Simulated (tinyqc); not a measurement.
From results back to parameters: deformation-potential model of the L valleys of a conduction band. Three cases, with inputs chosen for the exercise.

Problem. An ellipsoidal valley with ml > mt has the density-of-states mass m_d = (ml mt^2)^(1/3) and, averaged over equivalent valleys, the conductivity mass m_c = 3/(1/ml + 2/mt).

Case 1.

m_d = 0.2193503 m0
m_c = 0.1212164 m0

Case 2.

m_d = 0.2193227 m0
m_c = 0.1198677 m0

Case 3.

m_d = 0.2135303 m0
m_c = 0.1155736 m0

Find: K = ml/mt; mt; ml.

Solution. With K = ml/mt, m_d/m_c = K^(1/3) (2 + 1/K)/3, which rises steadily for K > 1 and so fixes K; then mt = m_d K^(-1/3) and ml = K mt.

Case 1.

K = ml/mt = 18.458
mt = 0.083 m0
ml = 1.532 m0

Case 2.

K = ml/mt = 19.134
mt = 0.082 m0
ml = 1.569 m0

Case 3.

K = ml/mt = 19.747
mt = 0.079 m0
ml = 1.560 m0

Computed by tinyqc, one run a case: `OMP_NUM_THREADS=1 python tinyqc.py N N+1 out.jsonl` with N = 1080247, 1080256, 1080311; one thread of a shared Intel(R) Xeon(R) Processor @ 2.30GHz, about 0.04 s a run at most.
